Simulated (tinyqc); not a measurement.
Worked calculation: band offset of a heterojunction with an interface dipole (two-band chains, self-consistent charge). Values are carried at full precision from step to step, so a last printed digit may differ when a step is redone from the rounded ones.

Sites alternate A, C. Left: A at -G1/2, C at +G1/2, hopping -t1; right: A at D - G2/2, C at D + G2/2, hopping -t2; the bonds across the two interfaces of a ring (C left to A right, C right to A left) have -sqrt(t1 t2). D is the offset of the mid-gaps, so Ev(right) - Ev(left) = D - (G2 - G1)/2 and Ec(right) - Ec(left) = D + (G2 - G1)/2. The closing bond has its sign reversed (antiperiodic ring). Half the levels are filled with two electrons each. The charge moved is q = (electrons on the left) less one a site; the mean over the two interfaces, q/2, is taken as the charge that crosses each, and its dipole opposes the offset: D = D0 - u q/2.

Values chosen for the exercise (gaps near those of GaAs and AlAs; the chains and D0 are free models, so the offsets are not those of the real pair; not measured data): G1 = 1.41 eV (gap on the left); G2 = 2.22 eV (gap on the right); t1 = 1.68 eV (hopping on the left); t2 = 1.86 eV (hopping on the right); D0 = 0.4 eV (mid-gap of the right side above that of the left, without dipole); n = 3 (cells a side in the small ring); u = 4.7 eV (potential step per electron moved across); mx = 0.3 (mixing).

## The small ring at D = D0

Fill in H.

H (eV), lower triangle:
```
         AL1      CL1      AL2      CL2      AL3      CL3      AR1      CR1      AR2      CR2      AR3     CR3
AL1  -0.7050
CL1  -1.6800   0.7050
AL2        0  -1.6800  -0.7050
CL2        0        0  -1.6800   0.7050
AL3        0        0        0  -1.6800  -0.7050
CL3        0        0        0        0  -1.6800   0.7050
AR1        0        0        0        0        0  -1.7677  -0.7100
CR1        0        0        0        0        0        0  -1.8600   1.5100
AR2        0        0        0        0        0        0        0  -1.8600  -0.7100
CR2        0        0        0        0        0        0        0        0  -1.8600   1.5100
AR3        0        0        0        0        0        0        0        0        0  -1.8600  -0.7100
CR3   1.7677        0        0        0        0        0        0        0        0        0  -1.8600  1.5100
```

## Levels and site charges

Diagonalise, fill the lower half with two electrons each, and sum the electrons on the left (L) less one a site.

levels (eV): -3.3711  -3.3130  -2.4987  -2.4352  -1.1340  -1.0532  1.2281  1.6574  2.7677  2.8823  3.6001  4.0696

electrons on the sites: AL1 1.4348, CL1 0.6255, AL2 1.3981, CL2 0.6275, AL3 1.4000, CL3 0.6291, AR1 1.4165, CR1 0.5183, AR2 1.4606, CR2 0.5172, AR3 1.4595, CR3 0.5127

q = 0.1151 electrons

Electrons move to the left, the side whose mid-gap lies lower.

## Self-consistent offset

From here on the ring has 24 cells a side.

Start at D = D0; D(out) = D0 - u q(D)/2; D(new) = D + mx (D(out) - D); stop when |D(out) - D| < 1e-7 eV.

Iterations:
```
i     D (eV)        q  D(out) (eV)  D(out) - D
0    0.40000  0.11739      0.12413      -0.276
1    0.31724  0.09264      0.18229      -0.135
2    0.27675  0.08066      0.21045     -0.0663
3    0.25686  0.07480      0.22423     -0.0326
4    0.24707  0.07192      0.23100     -0.0161
5    0.24225  0.07050      0.23433    -0.00792
6    0.23987  0.06980      0.23597    -0.00390
7    0.23870  0.06946      0.23678    -0.00192
8    0.23813  0.06929      0.23718   -0.000949
...      ...      ...          ...         ...
17   0.23756  0.06912      0.23756   -1.63e-06
18   0.23756  0.06912      0.23756   -8.04e-07
19   0.23756  0.06912      0.23756   -3.96e-07
20   0.23756  0.06912      0.23756   -1.95e-07
21   0.23756  0.06912      0.23756   -9.63e-08
```

D = 0.2376 eV

Converged at i = 21: the dipole removes 41 % of the starting offset.

## Linear response

chi = (q(+h) - q(-h))/(2h) at D = 0 with h = 0.01 eV; S = 1/(1 + u chi/2); linear estimate D = S D0.

chi = 0.28960 1/eV
S = 0.5950
linear estimate of D = 0.2380 eV

The self-consistent value is 0.2376 eV, -0.5 meV from the estimate. At D = 0 no net charge crosses: the mid-gaps are the neutrality levels of these symmetric chains.

## The line-up

Ev(right) - Ev(left) = D - (G2 - G1)/2 and Ec(right) - Ec(left) = D + (G2 - G1)/2, for D0, for the self-consistent D and for D = 0. Type I: the offsets have opposite signs; type III: one valence edge lies above the other conduction edge; else type II.

Offsets (eV):
```
case                           D  valence  conduction                 type
no dipole                  0.400   -0.005       0.805  type I (straddling)
self-consistent            0.238   -0.167       0.643  type I (straddling)
neutrality levels aligned  0.000   -0.405       0.405  type I (straddling)
```

The dipole shifts both offsets alike and leaves the type.

## Checks

- q at D = 0 against zero, as particle-hole symmetry demands: both 0.000000.
- q at the self-consistent D on 24 against 48 cells a side: both 0.0691.

Run: tinyqc, `OMP_NUM_THREADS=1 python tinyqc.py 1481728 1481729 out.jsonl`; Intel(R) Xeon(R) Processor @ 2.30GHz, one thread, shared host; about 0.4 s of CPU time with all checks.
